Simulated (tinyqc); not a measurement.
## MOS inversion layer, Poisson-Schroedinger loop: effect of the sheet density of electrons

Electrons confined at an insulator interface at z = 0, treated as a hard wall; parabolic valleys, Hartree approximation, no image or exchange terms. The depletion charge lies far deeper than the electrons and gives a uniform field q Nd/(eps0 eps_r); the gate balances all charge. Energies are counted from the band edge at the interface.

Schroedinger equation -(C/mz) psi'' + (V0 + U) psi = E psi, C = hbar^2/(2 m0), psi(0) = 0, on a uniform mesh of 800 nodes with a far wall at 79 nm, 8 levels a set; V0 = q Nd z/(eps0 eps_r); dU/dz = q (Ns - integral of n from 0 to z)/(eps0 eps_r), U(0) = 0; N_k = g md m0 q Vt/(pi hbar^2) ln(1 + exp((EF - E_k)/Vt)), g the number of valleys of the set, sum N_k = Ns. Triangular well: E_k = a_k (C F^2/mz)^(1/3), a_1 = 2.338107, a_2 = 4.087949, C = hbar^2/(2 m0), F in eV/nm. Fang-Howard (all electrons in the lowest level of set A): b^3 = 6 (mz1/C) q (Nd + 11 Ns/32)/(eps0 eps_r), centroid 3/b, level C b^2/(4 mz1) + (3/b) q (Nd + 11 Ns/16)/(eps0 eps_r). The centroid adds 3.9 z_av/eps_r to an oxide-equivalent thickness. Shares under 0.0001 % are printed as 0.

Values chosen for this exercise; masses and permittivity close to those of In0.53Ga0.47As:
```
symbol   value   unit                                     meaning
T          300      K                                 temperature
eps_r     14.1                              relative permittivity
mz1      0.041     m0  mass along z of valley set A (1 valley(s))
md1     0.0407     m0    in-plane density-of-states mass of set A
Nd      2.4e11  cm^-2           sheet density of depletion charge
```

Constants: q = 1.602176634e-19 C, kB = 1.380649e-23 J/K, hbar = 1.054571817e-34 J s, m0 = 9.1093837015e-31 kg, Vt = kB T/q, eps0 = 8.8541878128e-14 F/cm where lengths are in cm, hbar^2/(2 m0) = 0.0380998212 eV nm^2. Results are converted to the units shown.

Result of one run:
```
A1 (meV),A2 (meV),EF (meV),share of A1 (%),share of A2 (%),centroid z_av (nm),added oxide equivalent (nm),Fang-Howard centroid (nm)
237,336,361,73.1,19.7,8.17,2.26,6.41
```

Which sheet density of electrons Ns gave this result: 1e11, 3.1e11, 5.3e11 or 2.9e12 cm^-2?

Ns = 2.9e12 cm^-2.

The whole series:
```
Ns (cm^-2),A1 (meV),A2 (meV),EF (meV),share of A1 (%),share of A2 (%),centroid z_av (nm),added oxide equivalent (nm),Fang-Howard centroid (nm)
1e11,58.4,97.4,14.5,73.9,17.5,12.8,3.53,10.6
1.7e11,65.0,106,36.7,74.5,17.2,12.4,3.42,10.3
3.1e11,77.4,122,68.3,75.4,16.8,11.7,3.24,9.80
5.3e11,95.2,145,106,76.1,16.5,11.0,3.03,9.17
9.4e11,125,183,161,76.4,16.6,10.0,2.77,8.33
1.6e12,166,239,236,75.7,17.5,9.12,2.52,7.44
2.9e12,237,336,361,73.1,19.7,8.17,2.26,6.41
5e12,334,473,537,69.2,22.4,7.36,2.04,5.50
```

As Ns goes from 1e11 to 5e12, A1 rises from 58.4 to 334 meV, the share of A1 goes from 73.9 through a maximum of 76.4 (at Ns = 9.4e11 among the rows listed) to 69.2 % and the centroid falls from 12.8 to 7.36 nm. A1 goes as Ns^(0.63) between the last two rows (a triangular well in the field of that charge alone gives 2/3). EF lies more than 2 meV above A1 for Ns = 5.3e11, 9.4e11, 1.6e12, 2.9e12, 5e12. The Fang-Howard centroid is 17 % below the full one in the first row, where A1 holds 73.9 %, and 25 % below it in the last, where A1 holds 69.2 %. For Ns = 2.9e12, 5e12 the energies exceed 0.25 eV, where non-parabolicity matters for so light a mass.

Numbers from tinyqc (`OMP_NUM_THREADS=1 python tinyqc.py 2160172 2160173 out.jsonl`; about 0.6 s on one thread of a shared Intel Xeon 2.30GHz).
